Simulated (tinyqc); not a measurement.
Worked calculation: Landau-Devonshire theory of a uniaxial ferroelectric. Computed by tinyqc, a small Python program that keeps every step. Command: `OMP_NUM_THREADS=1 python tinyqc.py 3016828 3016829 out.jsonl ferro walk`. One thread of a shared host (Intel(R) Xeon(R) Processor @ 2.30GHz), about 0.01 s of CPU time with the checks. Intermediate numbers are printed to about 7 digits and carried at full precision; extremes and crossings named in words are read from the listed rows.

G(P) = (alpha/2) P^2 + (beta*/4) P^4 + (gamma/6) P^6 - E P per volume, SI units, one domain, P along the polar axis.

Inputs (values chosen for the exercise, for a model ferroelectric): alpha_0 = 450000 J m/(C^2 K); Curie-Weiss temperature T0 = 610 K; beta = 9.92e+08 J m^5/C^4; gamma = 2.25e+10 J m^9/C^6; temperature T = 332 K; applied field E = 20 MV/m; film thickness d = 10 nm; screening length lambda = 0.045 nm; background permittivity eps_b = 10; gradient coefficient g = 2.6e-10 J m^3/C^2; series capacitance C_d = 2.1 microfarad/cm^2; start of Newton steps P0/Ps = 1.

Sample: free crystal.

Constants: eps_0 = 8.8541878128e-12 F/m.

## Coefficients at T

alpha = alpha_0 (T - T0*), T0* = T0, beta* = beta.

T0* = 610 K

alpha = -1.251000e+08 J m/C^2

beta* = 9.92e+08 J m^5/C^4

beta* > 0: the transition is of second order.

## Spontaneous polarisation, susceptibility, coercive field

Ps^2 = [-beta* + sqrt(beta*^2 - 4 alpha gamma)]/(2 gamma). chi = 1/(eps_0 G''), G'' = alpha + 3 beta* P^2 + 5 gamma P^4 at Ps. Ps, chi and the coercive field are for perfect screening, without a depolarising field. The intrinsic coercive field is |alpha P + beta* P^3 + gamma P^5| at the P_c where G'' = 0. 1 C/m^2 = 100 microcoulomb/cm^2.

spontaneous polarisation Ps = 23.60324 microcoulomb/cm^2

susceptibility chi = 289.6896

well depth G(Ps) = -2.066585 MJ/m^3

P_c = 15.04903 microcoulomb/cm^2

intrinsic coercive field = 13.70870 MV/m

P_c/Ps = 0.638, above the 0.577 of a quartic well, as the sixth-order term matters. Real switching runs by domain nucleation at far lower fields.

## Polarisation in the field by Newton steps

Solve G'(P) = alpha P + beta* P^3 + gamma P^5 - E = 0 by P(new) = P - G'/G'' from P0; stop when the step is below 1e-11 C/m^2 (G' under 1e-6 MV/m is shown as 0).

Newton steps:
```
step  P (microcoulomb/cm^2)      G' (MV/m)  G'' (MJ m/C^2)
1                  23.60324  -2.000000e+01        389.8688
2                  28.73318   1.165269e+01        887.4058
3                  27.42006   1.024415e+00        734.6077
4                  27.28061   1.055889e-02        719.4988
5                  27.27914   1.158625e-06        719.3409
6                  27.27914              0        719.3409
```

P at the end of the steps = 27.27914 microcoulomb/cm^2

1/(eps_0 G'') there = 157.0061

The linear estimate Ps + eps_0 chi E gives 28.733; the field lowers chi by 45.8 %.

## The 180-degree wall

With the term (g/2) (dP/dx)^2, (g/2) P'^2 = G(P) - G(Ps) across the wall: energy = int_(-Ps)^(Ps) sqrt(2 g [G(P) - G(Ps)]) dP (40 Gauss-Legendre points); width = 2 Ps over the slope at P = 0, sqrt(2 |G(Ps)|/g). Elastic coupling inside the wall is left out.

wall energy = 10.63032 mJ/m^2

wall width = 3.744094 nm

## A capacitor with imperfect screening

Between shorted electrodes with screening length lambda each, the depolarising field is -k P, k = 2 lambda/(eps_0 (d + 2 lambda eps_b)), so alpha turns into alpha + k. The polar state is the lowest uniform state while alpha + k < 0 (beta* > 0) or < 3 beta*^2/(16 gamma) (beta* < 0); setting the equality gives the critical thickness d_c.

depolarising coefficient k = 9.325396e+08 J m/C^2

polarisation of the film = 0 microcoulomb/cm^2

size of the depolarising field = 0 MV/m

critical thickness d_c = 80.35245 nm

The film is thinner than d_c, so the uniform polar state is not the lowest one; a real film may break into domains or be non-polar.

## Thickness series

Domains are left out, though they can pre-empt both the loss of P and the state at P = 0. The second and third columns are for the shorted capacitor, polar only where it is the lowest uniform state: alpha + k < 0 (beta* > 0) or < 3 beta*^2/(16 gamma) (beta* < 0). The last column is another circuit, the film in series with C_d at P = 0: 1/C = (alpha d)/(1 + alpha eps_0 eps_b) + 1/C_d, and P = 0 is locally stable while 1/C > 0; a dash marks the rest.

Against thickness:
```
d (nm)  P (microcoulomb/cm^2)  depolarising field (MV/m)  C of the stack / C_d
1                     0.00000                    0.00000              1.002664
2                     0.00000                    0.00000              1.005341
3                     0.00000                    0.00000              1.008034
5                     0.00000                    0.00000              1.013461
8                     0.00000                    0.00000              1.021714
15                    0.00000                    0.00000              1.041502
30                    0.00000                    0.00000              1.086597
60                    0.00000                    0.00000              1.189614
150                  18.22140                   12.27400              1.662452
```

The polar state appears between 60 and 150 nm (d_c = 80.4 nm), and at 150 nm P is 77.2 % of Ps. The stack exceeds C_d wherever it is stable, up to 1.66 times: the ferroelectric held at P = 0 acts as a negative capacitance.

Checks made by the program: Ps against a numerical root of G'(P)/P (relative difference below 1e-10).
